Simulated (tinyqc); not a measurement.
# From one set of inputs to another, one input at a time

Model: inversion-layer mobility, back-scattering and ballistic limit of a field-effect transistor. Computed by tinyqc, a small Python program. Command: `OMP_NUM_THREADS=1 python tinyqc.py 3026877 3026878 out.jsonl mos ladder`. One thread of a shared host (Intel(R) Xeon(R) Processor @ 2.30GHz), about 0.02 s of CPU time with the checks.

The charge at the top of the source barrier is fixed by the gate; series resistance and short-channel effects are left out. F_j are Fermi integrals normalised to exp(eta) in the classical limit.

The inputs printed are set A. Set A is modelled on a strained silicon n-channel; the values taken over come from a set modelled on a silicon n-channel. Inputs not listed in the table keep their values of set A, so the rows need not describe a real material.

Inputs (values chosen for the exercise, modelled on a strained silicon n-channel): transport mass m = 0.18 m_0; valley degeneracy g_v = 2; weight w of the inversion charge = 0.5; permittivity eps = 11.7; phonon mobility at 1 MV/cm and 300 K, mu_ph = 580 cm^2/(V s); roughness mobility at 1 MV/cm, mu_sr = 2100 cm^2/(V s); Coulomb mobility at N_inv = 1e12/cm^2, mu_C = 820 cm^2/(V s); electrical oxide thickness t_inv = 1.2 nm; depletion charge N_dep = 5.6e+11 1/cm^2; gate overdrive V_G - V_T = 0.16 V; drain voltage V_D = 0.05 V; channel length L = 170 nm; exponent a of the critical length = 0.71; temperature T = 300 K.

Statistics at the top of the barrier: Fermi-Dirac.

Constants: eps_0 = 8.8541878128e-12 F/m; e = 1.602176634e-19 C; m_0 = 9.1093837015e-31 kg; k_B = 1.380649e-23 J/K; hbar = 1.054571817e-34 J s; k_B = 8.617333262e-05 eV/K.

Method:
- N_inv = 3.9 eps_0 (V_G - V_T)/(e t_inv); effective field E_eff = e (N_dep + w N_inv)/(eps eps_0).
- mu_phonon = mu_ph (E_eff/1 MV/cm)^(-0.3) (T/300 K)^(-1.75); mu_rough = mu_sr (E_eff/1 MV/cm)^(-2); mu_Coulomb = mu_C (N_inv/1e12 cm^-2) (T/300 K); Matthiessen's rule adds 1/mu.
- F_j(eta) = (1/Gamma(j + 1)) int_0^infinity x^j/(1 + exp(x - eta)) dx, F_0 = ln(1 + exp(eta)). Integrals over x = E/(k_B T) use 160 Gauss-Legendre points in u = sqrt(x) from 0 to sqrt(max(eta, 0) + 32).
- Ballistic channel: N_2D = g_v m k_B T/(pi hbar^2), U = e V_D/(k_B T); eta_F solves N_inv = (N_2D/2)[F_0(eta_F) + F_0(eta_F - U)]; v_T = sqrt(2 k_B T/(pi m)); I/W = e (N_2D/2) v_T [F_1/2(eta_F) - F_1/2(eta_F - U)]; injection velocity v_T F_1/2(eta_F)/F_0(eta_F).
- Mean free path lambda = (2 k_B T/e)(mu/v_T) F_0(eta_0)/F_-1/2(eta_0), with eta_0 from N_inv = N_2D F_0(eta_0); critical length l = L (1 + U)^(-a), an empirical rule; back-scattering r = l/(l + lambda). Then eta solves N_inv = (N_2D/2)[(1 + r) F_0(eta) + (1 - r) F_0(eta - U)] and I/W = e (N_2D/2) v_T (1 - r)[F_1/2(eta) - F_1/2(eta - U)].
- Ballistic ratio: I over the ballistic current. Apparent mobility 1/(1/mu + 1/mu_B), mu_B = mu L/lambda.

Each row keeps all changes above it:
```
input moved                                                  from       to  current I/W (microampere/micrometre)  effective mobility mu (cm^2/(V s))  ballistic ratio
set A                                                           -        -                                 77.73                              594.62          0.17744
depletion charge N_dep (1/cm^2)                           5.6e+11  9.6e+11                                 74.49                              564.97          0.17006
temperature T (K)                                             300      200                                 98.13                              750.94          0.20584
roughness mobility at 1 MV/cm, mu_sr (cm^2/(V s))            2100     1700                                 97.22                              742.36          0.20394
drain voltage V_D (V)                                        0.05     0.61                                321.72                              742.36          0.50292
electrical oxide thickness t_inv (nm)                         1.2      3.7                                 57.70                              395.23          0.33688
gate overdrive V_G - V_T (V)                                 0.16     0.48                                309.04                              735.80          0.50004
phonon mobility at 1 MV/cm and 300 K, mu_ph (cm^2/(V s))      580      340                                265.63                              555.13          0.42979
```

Where does the difference come from?

Current I/W goes from 77.7 to 266, a factor 3.42 in all. The largest single move comes from electrical oxide thickness t_inv (a factor 0.179), but it runs against the net change; the largest move in the direction of the net change is gate overdrive V_G - V_T (a factor 5.36). Effective mobility mu goes from 595 to 555, a factor 0.934 in all. The largest single move comes from electrical oxide thickness t_inv (a factor 0.532), and gate overdrive V_G - V_T works against it (a factor 1.86). Ballistic ratio goes from 0.177 to 0.430, a factor 2.42 in all. The largest single move comes from drain voltage V_D (a factor 2.47), and electrical oxide thickness t_inv works against it (a factor 0.670). The single moves hold for this order of the switches; the total does not depend on the order.

Caution (rows drain voltage V_D, electrical oxide thickness t_inv): the current exceeds the long-channel drift law, so the empirical rule for l, meant for short channels, is too generous here.

Extremes, crossings and ranges named in words are read from the listed rows.
